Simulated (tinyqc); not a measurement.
Six-band Luttinger-Kohn model with strain, step by step. Values are carried at full precision from step to step, so a last printed digit may differ when a step is redone from the rounded ones.

Constants: hbar^2/2m0 = 3.80998211 eV angstrom^2.

Inputs chosen for the exercise (near those of GaP; shifted at random, so the results belong to these values and not to a real crystal): C11 = 138.8 GPa; C12 = 64.1 GPa; C44 = 72.9 GPa; load = uniaxial [110] (kind of stress); X = -2.27 GPa (stress); Dso = 0.078 eV (spin-orbit splitting); g1 = 4.1 (Luttinger gamma1); g2 = 0.49 (gamma2); g3 = 1.26 (gamma3); av = 1.71 eV (valence hydrostatic potential); b = -1.54 eV (tetragonal shear potential); d = -4.64 eV (trigonal shear potential); k = (-0.057, 0.008, 0.01) 1/angstrom (wave vector); kmax = 0.08 1/angstrom (end of the path).

## Strain from a uniaxial [110] stress

s11 = (C11 + C12)/((C11 - C12)(C11 + 2 C12)), s12 = -C12/((C11 - C12)(C11 + 2 C12)), s44 = 1/C44; exx = s11 sxx + s12 (syy + szz) and cyclic, exy = s44 sxy/2; tension is positive. A uniaxial stress X along the unit vector n is s_ij = X n_i n_j.

s11, s12, s44 (1/TPa): 10.1730  -3.2139  13.7174

strain tensor:
```
           x          y         z
x  -0.007899  -0.007785  0.000000
y  -0.007785  -0.007899  0.000000
z   0.000000   0.000000  0.007295
```

The volume changes by -0.850 %; there is shear in the cubic axes, so d enters.

## The terms P, Q, R, S at one k

P = c g1 k^2 - av tr(e); Q = c g2 (kx^2 + ky^2 - 2 kz^2) - (b/2)(exx + eyy - 2 ezz); R = c sqrt3 [-g2 (kx^2 - ky^2) + 2i g3 kx ky] + (sqrt3/2) b (exx - eyy) - i d exy; S = 2 c sqrt3 g3 (kx - i ky) kz - d (exz - i eyz); c = hbar^2/2m0, e the strain tensor (not engineering shear).

Form the four terms.

Terms (eV):
```
term             from k  from strain
P               0.05331      0.01454
Q               0.00581     -0.02340
R     -0.01030-0.00758i    -0.03612i
S     -0.00948-0.00133i      0.00000
```

## The Hamiltonian

Six-band Luttinger-Kohn model in the basis |3/2,3/2>, |3/2,1/2>, |3/2,-1/2>, |3/2,-3/2>, |1/2,1/2>, |1/2,-1/2>, electron energies, zero at the top of the unstrained valence band. H = -[rows: (P+Q, -S, R, 0, -S/r2, r2 R); (-S*, P-Q, 0, R, -r2 Q, r32 S); (R*, 0, P-Q, S, r32 S*, r2 Q); (0, R*, S*, P+Q, -r2 R*, -S*/r2); (-S*/r2, -r2 Q, r32 S, -r2 R, P+Dso, 0); (r2 R*, r32 S*, r2 Q, -S/r2, 0, P+Dso)], r2 = sqrt(2), r32 = sqrt(3/2). Levels are twofold.

Each term is the sum of its two parts.

H(k) (eV):
```
                  3/2,3/2          3/2,1/2        3/2,-1/2         3/2,-3/2          1/2,1/2         1/2,-1/2
3/2,3/2           -0.0503  -0.0095-0.0013i  0.0103+0.0437i                0  -0.0067-0.0009i   0.0146+0.0618i
3/2,1/2   -0.0095+0.0013i          -0.0854               0   0.0103+0.0437i          -0.0249   0.0116+0.0016i
3/2,-1/2   0.0103-0.0437i                0         -0.0854   0.0095+0.0013i   0.0116-0.0016i           0.0249
3/2,-3/2                0   0.0103-0.0437i  0.0095-0.0013i          -0.0503  -0.0146+0.0618i  -0.0067+0.0009i
1/2,1/2   -0.0067+0.0009i          -0.0249  0.0116+0.0016i  -0.0146-0.0618i          -0.1459                0
1/2,-1/2   0.0146-0.0618i   0.0116-0.0016i          0.0249  -0.0067-0.0009i                0          -0.1459
```

## Levels and their make-up

Diagonalise H. The weights add +m and -m and are averaged over each pair; m is taken along z.

levels from the top, each twofold (eV): 0.0098  -0.1107  -0.1807

weights:
```
               top  second  third
|3/2,+-3/2>  0.613   0.195  0.192
|3/2,+-1/2>  0.230   0.736  0.034
|1/2,+-1/2>  0.157   0.069  0.774
```

The top pair is 61 % |3/2,+-3/2>, the second pair is 74 % |3/2,+-1/2> and the third pair is 77 % |1/2,+-1/2>.

## Band edges at k = 0
Diagonalise H at k = 0. The weights add +m and -m (m along z) and are averaged over each pair.

edges from the top (eV): 0.0537  -0.0573  -0.1180

weights at k = 0:
```
               top  second  third
|3/2,+-3/2>  0.646   0.264  0.091
|3/2,+-1/2>  0.207   0.733  0.060
|1/2,+-1/2>  0.147   0.004  0.849
```

The stress splits the top two pairs by 111.0 meV, 4.29 times kT at 300 K (25.85 meV); the third lies 171.7 meV below the top, against Dso = 78 meV without stress.

## Polarisation of the edge transitions

In the basis X, Y, Z times spin, H(k = 0) has -Dso/3 + l exx + m (eyy + ezz) on the diagonal (cyclic) and n exy off it, l = av + 2 b, m = av - b, n = sqrt(3) d. Spin-orbit term (Dso/3) L.sigma on X, Y, Z with (L_k)_ij = -i epsilon_kij: <X+|H|Y+> = -i Dso/3, <X+|H|Z-> = Dso/3, <Y+|H|Z-> = -i Dso/3, <Z+|H|X-> = -Dso/3, <Z+|H|Y-> = i Dso/3, <X-|H|Y-> = i Dso/3, and their conjugates; + and - are the spin along z. The strength of a transition to an s-like conduction level for light polarised along the unit vector u is the weight of the orbital ux X + uy Y + uz Z in the valence state, summed over spin and averaged over the pair.

strain block of X, Y, Z (eV):
```
         X        Y         Z
X  0.00886  0.06256         0
Y  0.06256  0.00886         0
Z        0        0  -0.06134
```

Relative strengths:
```
polarisation    top  second  third
[100]         0.489   0.279  0.232
[010]         0.489   0.279  0.232
[001]         0.023   0.442  0.536
[110]         0.952   0.000  0.048
[1-10]        0.026   0.558  0.416
[111]         0.642   0.147  0.211
```

The top pair is strongest for light along [110] (0.952) and weakest along [001] (0.023); without strain every direction has 1/3 on average over the fourfold top. For each polarisation the three pairs add up to 1.

## Hole masses at the edges

Curvature at k = 0: m/m0 = -2 c h^2/(E(h u) + E(-h u) - 2 E(0)) with h = 0.0002 1/angstrom along the unit vector u.

Hole masses (m0):
```
direction    top  second  third
[110]      0.124   0.545  0.415
[1-10]     0.945   0.165  0.193
[100]      0.219   0.254  0.263
[001]      0.314   0.226  0.213
```

Of the directions listed, the top pair is lightest along [110] (0.124) and heaviest along [1-10] (0.945). These masses hold only for hole energies well below the splitting of 111 meV.

## Bands along [110] and [001]

Six points from 0 to kmax in each direction.

Levels (eV):
```
direction  |k| (1/angstrom)      top   second    third  top, no stress  second, no stress
[110]                 0.000   0.0537  -0.0573  -0.1180          0.0000             0.0000
[110]                 0.016   0.0459  -0.0591  -0.1204         -0.0018            -0.0061
[110]                 0.032   0.0225  -0.0642  -0.1279         -0.0069            -0.0230
[110]                 0.048  -0.0155  -0.0725  -0.1416         -0.0146            -0.0470
[110]                 0.064  -0.0624  -0.0875  -0.1637         -0.0240            -0.0739
[110]                 0.080  -0.0861  -0.1350  -0.2005         -0.0344            -0.1035
[001]                 0.000   0.0537  -0.0573  -0.1180          0.0000             0.0000
[001]                 0.016   0.0506  -0.0616  -0.1226         -0.0030            -0.0049
[001]                 0.032   0.0413  -0.0740  -0.1369         -0.0122            -0.0194
[001]                 0.048   0.0258  -0.0937  -0.1617         -0.0274            -0.0425
[001]                 0.064   0.0042  -0.1194  -0.1984         -0.0487            -0.0725
[001]                 0.080  -0.0234  -0.1503  -0.2478         -0.0761            -0.1076
```

## Checks

- Levels against the same model in the basis X, Y, Z times spin: they agree to 1e-10 or better.

(tinyqc, `OMP_NUM_THREADS=1 python tinyqc.py 1081422 1081423 out.jsonl`, Intel(R) Xeon(R) Processor @ 2.30GHz, 1 thread, shared host, about 0.06 s.)
